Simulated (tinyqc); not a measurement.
Self-heating of a transistor with one or more fingers, with temperature-dependent conductivity. From peak temperature back to conductivity at the base temperature kappa_0. Computed by tinyqc, a small Python program. Command: `OMP_NUM_THREADS=1 python tinyqc.py 3003388 3003389 out.jsonl selfheat inv`. One thread of a shared host (Intel(R) Xeon(R) Processor @ 2.30GHz), about 0.09 s of CPU time with the checks.

N long parallel fingers lie on the top face of a slab whose bottom is held at T_0; the top is otherwise insulated, and heat flows in two dimensions. P in W/mm is 1000 P in W/m.

Inputs (values chosen for the exercise, modelled on gallium arsenide):
```
quantity                    value        unit
exponent m in kappa ~ T^-m   1.29           -
base temperature T_0          358           K
power per gate width P       0.31        W/mm
fingers N                       3           -
finger pitch s                 22  micrometre
width of the heat source w   0.33  micrometre
substrate thickness t         300  micrometre
```

Power: fixed power.

Method:
- A line source of power P on the top face raises the top at distance x by (P/(pi kappa_0)) g(x), g(x) = -ln tanh(pi x/(4 t)) (the image sum for the slab). On a strip of width w the centre sees the mean of g over the strip, g_0 = 1 + ln(8 t/(pi w)) for w much below t.
- theta_i = (P/(pi kappa_0)) [g_0 + sum over j != i of g(|i - j| s)], with equal powers and constant conductivity; thermal resistance = largest theta/P.
- Kirchhoff transformation for kappa = kappa_0 (T/T_0)^-m: T = T_0 [1 - (m - 1) theta/T_0]^(-1/(m - 1)), where theta is the linear rise.
- The bracket vanishes at the power P T_0/((m - 1) theta).

Question. A run gave the result below. Find the conductivity at the base temperature kappa_0, known to lie between 30 and 42 W/(m K).

peak temperature = 402.5617 K

Answer.

Each step takes the trial c = (a f_b - b f_a)/(f_b - f_a), f being the result less the target and a, b, c the logarithms of the listed values; c replaces end b, the old b replaces a if the sign of f changed, and otherwise f_a is halved.

Scan of the range:
```
conductivity at the base temperature kappa_0 (W/(m K))  peak temperature (K)
30.0                                                                 409.934
31.7                                                                 406.911
33.6                                                                 403.923
35.5                                                                 401.279
37.5                                                                 398.805
39.7                                                                 396.392
42.0                                                                 394.156
```

False position (Illinois rule, in the logarithm of the input) inside the bracket:
```
step    end a    end b    trial  peak temperature (K)
1     33.6000  35.5000  34.5651               402.541
2     33.6000  34.5651  34.5359               402.581
3     34.5651  34.5359  34.5500               402.562
4     34.5359  34.5500  34.5500               402.562
```

Peak temperature falls at every point of a 13-point scan of the range (every second point is shown), so one value fits; it is bracketed by 33.6 and 35.5. Answer: conductivity at the base temperature kappa_0 = 34.55 W/(m K).
